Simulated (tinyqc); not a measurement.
Gated graphene, quantum capacitance: two steps of the calculation.

phi is the Fermi level above the Dirac point, in volts; Vg is counted from the gate voltage of charge neutrality. Ideal linear bands, no charge puddles.

Inputs (values chosen for the exercise); values close to those of graphene: temperature T = 300 K; Fermi velocity vF = 9.87e5 m/s; density of traps Dit = 0 cm^-2 eV^-1; gate voltage Vg = 0.52 V.

Constants: q = 1.602176634e-19 C, kB = 1.380649e-23 J/K, hbar = 1.054571817e-34 J s, Vt = kB T/q. Results are converted to the units shown.

Task 1. New phi. N0 = (2/pi)(kB T/(hbar vF))^2; n = N0 F1(phi/Vt), p = N0 F1(-phi/Vt), F1(e) = int_0^infinity u du/(1 + exp(u - e)) = -Li2(-exp(e)); Cq = q d(n - p)/dphi = (q N0/Vt) ln[2 (1 + cosh(phi/Vt))]. Newton: f = phi + q (n - p + Dit phi)/Cox - Vg, phi(new) = phi - f/(1 + (Cq + q Dit)/Cox).

phi after iteration 1 = 0.10706401 V
Cox = 0.23020888 uF/cm^2

Give: n; p; Cq; f; phi after iteration 2.

Result 1.

n = 1.029e12 cm^-2
p = 1.597e9 cm^-2
Cq = 2.607 uF/cm^2
f = 0.3019 V
phi after iteration 2 = 0.08257 V

Task 2. Charge and capacitances at the solution. 1/C_G = 1/Cox + 1/(Cq + q Dit); dphi/dVg = Cox/(Cox + Cq + q Dit).

converged phi = 0.079474028 V
Cox = 0.23020888 uF/cm^2

Give: n - p; Cq; C_G; dphi/dVg.

Result 2.

n - p = 6.3297e11 cm^-2
Cq = 1.9771 uF/cm^2
C_G = 0.20620 uF/cm^2
dphi/dVg = 0.10429

Cq is 8.59 times Cox, so C_G is 89.6 % of Cox; 15.3 % of the gate voltage has gone into phi.

Computed by the program tinyqc: `OMP_NUM_THREADS=1 python tinyqc.py 2200025 2200026 out.jsonl`, one thread of a shared Intel Xeon 2.30GHz, about 0.01 s for the whole run.
